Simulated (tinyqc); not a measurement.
Bulk transistor, scale length and short-channel effects: one step of the calculation.

A gate, an insulator of thickness ti and a depleted layer of depth ts on a conducting body. Below threshold the potential that source and drain add obeys Laplace's equation and vanishes on the gate and at the bottom of the depleted layer. Its lowest mode decays along the channel as exp(-k y); k is the smallest positive root of the matching condition at the interface, and the scale length is Lambda = pi/k.

Problem. Scan of the matching condition. f(k) = eps_r sin(k ti) cos(k ts) + ei cos(k ti) sin(k ts).

Parameters, values chosen for the exercise; permittivities: semiconductor close to that of indium arsenide, insulator close to that of silicon nitride:
```
symbol,value,unit,meaning
eps_r,15.3,,relative permittivity of the semiconductor
ei,7.28,,relative permittivity of the insulator
ti,2.8,nm,insulator thickness
ts,18,nm,depletion depth
```

k, point 0 to 7 (1/nm): [0.02125, 0.0425, 0.06375, 0.085, 0.10625, 0.1275, 0.14875, 0.17]

Give: f(k).

Solution.

f(k), point 0 to 7: [3.5565, 6.3163, 7.6479, 7.2160, 5.0549, 1.5666, -2.5551, -6.4602]

The first change of sign lies between k = 0.1275 and 0.14875 1/nm.

tinyqc, about 0.01 s, one thread, Intel Xeon 2.30GHz (shared host): `OMP_NUM_THREADS=1 python tinyqc.py 2420094 2420095 out.jsonl`
